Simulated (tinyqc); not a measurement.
A log to judge: BCS gap equation with a constant attraction inside the Debye window. Computed by tinyqc. Command: `OMP_NUM_THREADS=1 python tinyqc.py 3028515 3028516 out.jsonl bcs walk`. One thread of a shared host (Intel(R) Xeon(R) Processor @ 2.30GHz), about 0.01 s of CPU time with the checks.

Pairs attract with strength V for |xi| < k_B Theta; N(0) is the density of states for one spin. Energies are given as temperatures (E/k_B, in K) unless marked.

Inputs (values chosen for the exercise, modelled on indium): coupling N(0)V = 0.277; Debye temperature Theta = 110 K; temperature T = 1.17 K.

Solver: fixed point.

Method. Gap equation: 1/(N(0)V) = I(Delta, T) = int_0^Theta tanh(E/2T)/E d xi, E = sqrt(xi^2 + Delta^2); 64 Gauss-Legendre points in y with xi = max(Delta, T) sinh(y). Residual r = N(0)V I - 1, with Delta_0 = Theta/sinh(1/(N(0)V)). Fixed point: Delta(new) = Delta (1 + r), from Delta_0. Stop when |r| < 1e-9 or after 40 steps.

Iterations:

| step | Delta (K) | residual r |
|---|---|---|
| 1 | 5.94413 | -1.35331e-03 |
| 2 | 5.93609 | -9.92756e-04 |
| 3 | 5.93019 | -7.28366e-04 |
| 4 | 5.92587 | -5.34442e-04 |
| 5 | 5.92271 | -3.92180e-04 |
| 6 | 5.92038 | -2.87802e-04 |
| 7 | 5.91868 | -2.11213e-04 |
| 8 | 5.91743 | -1.55010e-04 |
| 9 | 5.91651 | -1.13765e-04 |
| ... | ... | ... |
| 32 | 5.91399 | -9.25698e-08 |
| 33 | 5.91398 | -6.79430e-08 |
| 34 | 5.91398 | -4.98678e-08 |
| 35 | 5.91398 | -3.66012e-08 |
| 36 | 5.91398 | -2.68640e-08 |
| 37 | 5.91398 | -1.97172e-08 |
| 38 | 5.91398 | -1.44718e-08 |
| 39 | 5.91398 | -1.06218e-08 |
| 40 | 5.91398 | -7.79601e-09 |

Can the last value be used, and what does the course show?

No. Not converged: the residual falls at every step, but slowly, by a factor of about 0.734 a step. The update changes Delta only by the factor 1 + r, and r varies only weakly with Delta. Reruns converge with solver = secant; or with solver = bisection.
